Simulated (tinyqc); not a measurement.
Regular and subregular solution with a miscibility gap. Changing the overall fraction x0. Computed by tinyqc, a small Python program. Command: `OMP_NUM_THREADS=1 python tinyqc.py 3001495 3001496 out.jsonl regsol sweep`. One thread of a shared host (Intel(R) Xeon(R) Processor @ 2.30GHz), about 0.02 s of CPU time with the checks.

Per mole of mixing sites: G(x) = x (1 - x) [L0 + L1 (1 - 2x)] + R T [x ln x + (1 - x) ln(1 - x)], x the fraction of B.

Inputs (values chosen for the exercise, for a model alloy):
```
quantity,value,unit
interaction L0,10.4,kJ/mol
size misfit eta = d ln a/dx,0.012,-
asymmetry L1,1.1,kJ/mol
temperature T,339,K
start value s0,0.01,-
```

Source of L0: given.

Constants: R = 8.314462618 J/(mol K).

Method:
- L0 and eta are given.
- G' = L0 (1 - 2x) + L1 (1 - 6x + 6x^2) + R T ln[x/(1 - x)]; G'' = -2 L0 - 6 L1 (1 - 2x) + R T/[x (1 - x)].
- Common tangent: F1 = G'(x1) - G'(x2) = 0 and F2 = [G - x G'](x1) - [G - x G'](x2) = 0. Newton step: J = [[G''(x1), -G''(x2)], [-x1 G''(x1), x2 G''(x2)]], J dx = -F; a step that would leave 0 < x < 1 is halved until it stays inside. The start is x1 = s0, x2 = 1 - s0.
- Stop when the step is below 1e-12, or when x1 and x2 meet within 1e-5; residuals under 1e-7 are shown as 0.
- Inside the gap the B-rich phase has the fraction f = (x0 - x1)/(x2 - x1), and the gain is (1 - f) G(x1) + f G(x2) - G(x0); outside it one phase remains.

One run for each value:
```
overall fraction x0,fraction f of the B-rich phase,free energy of decomposition (J/mol)
0.05,0.03255,-3.5271e+01
0.15,0.13952,-2.9309e+02
0.25,0.24649,-5.3507e+02
0.35,0.35346,-6.8971e+02
0.45,0.46043,-7.4175e+02
0.55,0.56740,-6.9388e+02
0.65,0.67436,-5.5931e+02
0.75,0.78133,-3.6174e+02
0.85,0.88830,-1.4282e+02
0.95,0.99527,-4.6980e-01
```

Describe the trends.

Over the rows, fraction f of the B-rich phase rises from 0.0326 to 0.995 (exponent d ln y / d ln x 1.3 between the first rows and 1.0 between the last); free energy of decomposition (J/mol) goes from -35.3 through a minimum among these rows, -742 at 0.450, to -0.470.

Extremes, crossings and ranges named in words are read from the listed rows.
